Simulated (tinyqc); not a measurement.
## Retention against time

Retention: filled traps are spread evenly in depth from E1 to E2, and each empties at the rate nu exp(-E/kB T). The share left is the mean of exp(-nu t exp(-E/kB T)) = [kB T/(E2 - E1)] [E1x(nu t exp(-E2/kB T)) - E1x(nu t exp(-E1/kB T))], E1x the exponential integral; traps shallower than about Ed = kB T ln(nu t) are empty.

Parameters, values chosen for the exercise: storage temperature T = 358 K; shallowest trap depth E1 = 0.95 eV; deepest trap depth E2 = 1.59 eV; attempt frequency nu = 1e12 1/s.

Constants: q = 1.602176634e-19 C, kB = 1.380649e-23 J/K, Vt = kB T/q. Results are converted to the units shown.

Result of one run:

| t (s) | Ed (eV) | share left |
|---|---|---|
| 100 | 0.9945 | 0.9025 |

What becomes of these results when the time t is changed from 100 to 1e8 s, all else the same?

Result of the changed run:

| t (s) | Ed (eV) | share left |
|---|---|---|
| 1e8 | 1.421 | 0.2369 |

The whole series:

| t (s) | Ed (eV) | share left |
|---|---|---|
| 1 | 0.8524 | 0.9980 |
| 100 | 0.9945 | 0.9025 |
| 10000 | 1.137 | 0.6807 |
| 1e5 | 1.208 | 0.5697 |
| 1e6 | 1.279 | 0.4587 |
| 1e7 | 1.350 | 0.3477 |
| 1e8 | 1.421 | 0.2369 |
| 1e9 | 1.492 | 0.1277 |

The share left falls from 0.998 to 0.128. Ed moves by 0.0710 eV a decade and reaches E1 at t = 23.6 s; from then on the loss is linear in log t, 11.1 % a decade, until Ed comes within a few kB T of E2, which it reaches at 2.42e10 s.

Program tinyqc, `OMP_NUM_THREADS=1 python tinyqc.py 2130125 2130126 out.jsonl`; Intel Xeon 2.30GHz, shared host, one thread, about 0.02 s.
